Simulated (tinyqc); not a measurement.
Worked calculation: solid solubility of a dopant against its melt (retrograde solidus), clustering and the electrically active fraction. Computed by tinyqc, a small Python program that keeps every step. Command: `OMP_NUM_THREADS=1 python tinyqc.py 3000048 3000049 out.jsonl retro walk`. One thread of a shared host (Intel(R) Xeon(R) Processor @ 2.30GHz), about 0.01 s of CPU time with the checks. Intermediate numbers are printed to about 7 digits and carried at full precision; extremes and crossings named in words are read from the listed rows.

Inputs (values chosen for the exercise, of the order of those of gallium in silicon for the solubility):
```
quantity                                       value            unit
melting point of the host T_m                   1687               K
heat of melting of the host H_f                 50.2          kJ/mol
interaction L of the melt                        3.2          kJ/mol
enthalpy of transfer from melt to solid H      0.652              eV
entropy of transfer S                          -0.53             k_B
site density N0                                5e+22          1/cm^3
temperature T                                   1600               K
total dopant density N_t                     1.9e+21          1/cm^3
atoms per cluster m                                3               -
cluster scale N* at 1273 K                   3.5e+20          1/cm^3
activation energy E_b of the cluster scale      0.54              eV
anneal temperature T_a                          1150               K
prefactor of n_i                            3.93e+16  1/(cm^3 K^1.5)
energy E_i in n_i                              0.607              eV
mobility mu                                       70      cm^2/(V s)
```

Clustering: clusters that take up free electrons.

Constants: R = 8.314462618 J/(mol K); k_B = 8.617333262e-05 eV/K; e = 1.602176634e-19 C; N_A = 6.02214076e+23 1/mol.

## Liquidus and solidus at T

x_l and x_s are atom fractions of the dopant in melt and solid; the solid is dilute. Liquidus of the host: R T ln(1 - x_l) + L x_l^2 = -H_f (1 - T/T_m). Distribution: k = x_s/x_l = exp[L (1 - x_l)^2/(R T)] exp(S/k_B - H/(k_B T)), the first factor being the activity coefficient in the melt. Solubility = x_s N0; at T_m x_l = 0.

x_l = 0.1834791

distribution coefficient k = 0.006106091

x_s = 0.001120340

solubility = 5.601699e+19 1/cm^3

k at the melting point = 0.008338839

k has changed by a factor 0.73 from its value at T_m, while x_l has grown from 0 to 0.183.

## The retrograde maximum

The largest x_s N0 between 900 K and T_m. For an ideal melt with constant heats the maximum has x_l = H_f/(H + H_f), H in the same units.

temperature of the maximum = 1463.735 K

largest solubility = 8.172308e+19 1/cm^3

x_l there = 0.4508263

ideal-melt value H_f/(H + H_f) = 0.4438219

The maximum lies 223 K below T_m: above it the melt runs out of dopant, below it k falls as exp(-H/(k_B T)).

## The solidus

The formulas are those given above.

Against temperature:
```
T (K)        x_l            k  solubility (1/cm^3)  over the maximum
1000   0.9390765  0.000305147         1.432781e+19         0.1753215
1100   0.8875772  0.000608878         2.702132e+19         0.3306449
1200   0.8104528  0.001087800         4.408051e+19         0.5393887
1300   0.7022238  0.001793008         6.295464e+19         0.7703409
1400   0.5594466  0.002791898         7.809589e+19         0.9556161
1500   0.3836498  0.004183424         8.024849e+19         0.9819562
1580   0.2248397  0.005671320         6.375689e+19         0.7801577
1640   0.0995803  0.007060515         3.515442e+19         0.4301651
1675   0.0254594  0.007995481         1.017801e+19         0.1245426
```

Between the first rows the Arrhenius energy of the solubility is 0.60 eV, against H = 0.652 eV; it shrinks to zero at 1464 K and turns negative beyond. A crystal saturated at the maximum precipitates dopant-rich liquid on cooling and on heating alike. Below a eutectic or compound temperature another phase would set the limit.

## Active fraction after the anneal

A highly soluble donor (another dopant than that of the solidus) is limited by clustering. Donors N_a are active, and clusters hold m atoms each: N_t = N_a + m C, m C = N* (N_a/N*)^m (n/N*)^m, each atom taking one electron, n = N_a/2 + sqrt(N_a^2/4 + n_i^2), n_i = prefactor x T^1.5 exp(-E_i/(k_B T)), with N*(T) = N*(1273 K) exp[-(E_b/k_B)(1/T - 1/1273)]. Resistivity = 1/(e mu N_a).

N*(T_a) = 2.067337e+20 1/cm^3

active density N_a = 2.910089e+20 1/cm^3

active fraction = 0.1531626

resistivity = 0.3063976 milliohm cm

Doubling the dose would raise N_a by only 14 %. Caution: this clustering law is a generic form; degeneracy and a doping-dependent mobility are left out.

## Active against total

A highly soluble donor (another dopant than that of the solidus) is limited by clustering. Donors N_a are active, and clusters hold m atoms each: N_t = N_a + m C, m C = N* (N_a/N*)^m (n/N*)^m, each atom taking one electron, n = N_a/2 + sqrt(N_a^2/4 + n_i^2), n_i = prefactor x T^1.5 exp(-E_i/(k_B T)), with N*(T) = N*(1273 K) exp[-(E_b/k_B)(1/T - 1/1273)].

Active density (1/cm^3):
```
N_t (1/cm^3)    N_a at T_a   fraction  N_a at T_a + 150 K  N_a at T_a - 150 K
1.00e+19      9.999996e+18  0.9999996        1.000000e+19        9.999837e+18
3.00e+19      2.999800e+19  0.9999333        2.999990e+19        2.988717e+19
1.00e+20      9.769017e+19  0.9769017        9.988432e+19        7.402853e+19
2.00e+20      1.582897e+20  0.7914485        1.938989e+20        9.364041e+19
5.00e+20      2.177228e+20  0.4354456        3.358448e+20        1.159851e+20
1.00e+21      2.559039e+20  0.2559039        4.151012e+20        1.328508e+20
2.00e+21      2.938664e+20  0.1469332        4.864053e+20        1.507250e+20
5.00e+21      3.473542e+20  0.0694708        5.815146e+20        1.768385e+20
```

The exponent d ln N_a/d ln N_t falls from 1.00 to 0.18, towards 1/(2m) = 0.167. At the highest dose a 150 K hotter anneal gives 1.67 times the active density, and a later step 150 K cooler would cut it to 0.51 if it ran to equilibrium: short hot anneals come last.

Checks made by the program: the ideal-melt maximum (relative difference 4e-08).
